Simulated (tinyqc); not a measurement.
# Absorption edge of a degenerate semiconductor, band filling against gap narrowing: what changes with what

n-type, parabolic bands, full ionisation. eta = (EF - Ec)/kB T solves N = Nc F12(eta), F12(x) = (2/sqrt(pi)) int_0^infinity sqrt(u)/(1 + exp(u - x)) du. The gap shrinks rigidly by dEg = a3 y^(1/3) + a4 y^(1/4) + a2 y^(1/2), y = N/1e18 cm^-3, an empirical law that is here taken as the true narrowing.

Inputs (values chosen for the exercise); band and dielectric values close to those of indium arsenide: temperature T = 250 K; band gap Eg = 0.349 eV; conduction-band density of states at 250 K, from me Nc = 6.7e16 cm^-3; electron mass me = 0.0231 m0; hole mass mh = 0.406 m0; coefficient of (N/1e18)^(1/3) a3 = 8.3 meV; coefficient of (N/1e18)^(1/4) a4 = 4.6 meV; coefficient of (N/1e18)^(1/2) a2 = 1.7 meV.

Constants: q = 1.602176634e-19 C, kB = 1.380649e-23 J/K, Vt = kB T/q. Results are converted to the units shown.

Each table varies one quantity; the others keep the values above.

## The optical edge against doping

Vertical transitions need an empty final state: the edge is taken where the state lies 4 kB T below EF, E_opt = Eg - dEg + (1 + me/mh) max(eta - 4, 0) kB T; wavelength h c/(q E_opt).

The optical edge against doping:

| N (cm^-3) | eta | dEg (meV) | filling shift (meV) | E_opt (eV) |
|---|---|---|---|---|
| 1.2e16 | -1.6566 | 3.6089 | 0 | 0.34539 |
| 2.2e16 | -0.99809 | 4.3494 | 0 | 0.34465 |
| 4.1e16 | -0.27659 | 5.2762 | 0 | 0.34372 |
| 7.6e16 | 0.52093 | 6.3996 | 0 | 0.34260 |
| 1.4e17 | 1.4554 | 7.7596 | 0 | 0.34124 |
| 2.7e17 | 2.7468 | 9.5638 | 0 | 0.33944 |
| 4.9e17 | 4.3580 | 11.582 | 8.1509 | 0.34557 |
| 9.2e17 | 6.8096 | 14.208 | 63.971 | 0.39876 |
| 1.7e18 | 10.359 | 17.375 | 144.80 | 0.47642 |
| 3.2e18 | 15.863 | 21.424 | 270.11 | 0.59769 |
| 6e18 | 24.166 | 26.446 | 459.15 | 0.78171 |

What does the comparison show?

E_opt goes from 0.345 through a minimum of 0.339 (at N = 2.7e17 cm^-3 among the rows listed) to 0.782 eV, against Eg = 0.349 eV; the filling shift is 0 while eta is below 4. At the end narrowing grows as N^(0.33) and EF - Ec as N^(0.67). Filling therefore wins at high density. For N = 1.7e18, 3.2e18, 6e18 EF lies more than 0.2 eV in the band, where non-parabolicity lowers it markedly.

## Approximations to the Fermi level

With u = N/Nc: Boltzmann ln u; Joyce-Dixon ln u + 0.353553 u - 4.95009e-3 u^2 + 1.48386e-4 u^3 - 4.42563e-6 u^4; degenerate limit (3 sqrt(pi) u/4)^(2/3). The Einstein ratio is D/(mu Vt) = F12/Fm, Fm(x) = dF12/dx = (1/sqrt(pi)) int_0^infinity u^(-1/2)/(1 + exp(u - x)) du.

Results:

| N (cm^-3) | N/Nc | eta | Boltzmann | Joyce-Dixon | degenerate | D/(mu Vt) |
|---|---|---|---|---|---|---|
| 2.9e15 | 0.04328 | -3.125 | -3.140 | -3.125 | 0.1490 | 1.015 |
| 6.7e15 | 0.1000 | -2.267 | -2.303 | -2.267 | 0.2605 | 1.035 |
| 1.6e16 | 0.2388 | -1.348 | -1.432 | -1.348 | 0.4654 | 1.084 |
| 3.7e16 | 0.5522 | -0.4000 | -0.5938 | -0.4000 | 0.8138 | 1.192 |
| 8.6e16 | 1.284 | 0.6956 | 0.2497 | 0.6956 | 1.428 | 1.438 |
| 2e17 | 2.985 | 2.109 | 1.094 | 2.108 | 2.506 | 1.978 |
| 1.1e18 | 16.42 | 7.701 | 2.798 | 7.604 | 7.810 | 5.283 |
| 2.6e18 | 38.81 | 13.80 | 3.659 | 8.559 | 13.86 | 9.279 |

Estimate the missing row, N = 4.7e17 cm^-3.

Computed row:

| N (cm^-3) | N/Nc | eta | Boltzmann | Joyce-Dixon | degenerate | D/(mu Vt) |
|---|---|---|---|---|---|---|
| 4.7e17 | 7.015 | 4.227 | 1.948 | 4.225 | 4.430 | 3.112 |

With this row back in the table: Boltzmann is within 0.1 of eta up to N/Nc = 0.24, Joyce-Dixon within 0.01 up to 7.0, and the degenerate limit is off by 0.060 in the last row. The Einstein ratio rises from 1.02 to 9.28: degenerate carriers diffuse faster for the same mobility.

Range of the model: Band tails, non-parabolic bands and incomplete ionisation are left out.

Numbers from tinyqc (`OMP_NUM_THREADS=1 python tinyqc.py 2330140 2330141 out.jsonl`; about 0.01 s on one thread of a shared Intel Xeon 2.30GHz).
